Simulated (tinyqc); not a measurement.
From results back to parameters: round or elliptic silicon nanowire with anisotropic valleys (Ritz method). Three cases, with inputs chosen for the exercise.

Problem. For a circular wire every level scales as 1/R^2. The lowest level of group A was computed from a hidden radius.

Wire along x = [110] on a (001) wafer, y = [-110], z = [001]. Valley groups (w = inverse masses): A, two valleys along z: w_y = 1/mt, w_z = 1/ml, m_x = mt; B, four valleys in the wafer plane: w_y = (1/ml + 1/mt)/2, w_z = 1/mt, m_x = (ml + mt)/2.

Hard wall on the ellipse (y/a)^2 + (z/b)^2 = 1, c = hbar^2/2m0. With u = y/a, v = z/b the operator is -c [(w_y/a^2) d2/du2 + (w_z/b^2) d2/dv2] on the unit disc. Basis (1 - u^2 - v^2) u^i v^j; S, X and Y are the disc integrals of f f', (df/du)(df'/du) and (df/dv)(df'/dv), from the integral of u^p v^q = 2 Gamma((p+1)/2) Gamma((q+1)/2)/((p + q + 2) Gamma((p+q+2)/2)) for even p, q; H = c (w_y X/a^2 + w_z Y/b^2).

Converged values use 21 functions of each parity class (e or o in u, then in v).

Constants: hbar^2/2m0 = 3.80998211 eV angstrom^2.

Case 1.

Values chosen (out of a larger set: near those of a Si nanowire; not measured data): ml = 0.901 m0 (longitudinal mass); mt = 0.191 m0 (transverse mass).

level = 0.047611 eV

Case 2.

Values chosen (out of a larger set: near those of a Si nanowire; not measured data): ml = 0.931 m0 (longitudinal mass); mt = 0.187 m0 (transverse mass).

level = 0.072315 eV

Case 3.

Values chosen (out of a larger set: near those of a Si nanowire; not measured data): ml = 0.912 m0 (longitudinal mass); mt = 0.192 m0 (transverse mass).

level = 0.236333 eV

Find: E R^2/c; R.

Solution.

Case 1.

E R^2/c = 18.045
R = 38.0 angstrom

Solve once for R = 1 and scale. The mean inverse mass would give 2.404826^2 (1/mt + 1/ml)/2 = 18.349, 1.7 % too high.

Case 2.

E R^2/c = 18.240
R = 31.0 angstrom

Solve once for R = 1 and scale. The mean inverse mass would give 2.404826^2 (1/mt + 1/ml)/2 = 18.569, 1.8 % too high.

Case 3.

E R^2/c = 17.927
R = 17.0 angstrom

Solve once for R = 1 and scale. The mean inverse mass would give 2.404826^2 (1/mt + 1/ml)/2 = 18.231, 1.7 % too high.

Computed by tinyqc, one run a case: `OMP_NUM_THREADS=1 python tinyqc.py N N+1 out.jsonl` with N = 1282176, 1282215, 1282351; one thread of a shared Intel(R) Xeon(R) Processor @ 2.30GHz, about 0.06 s a run at most.
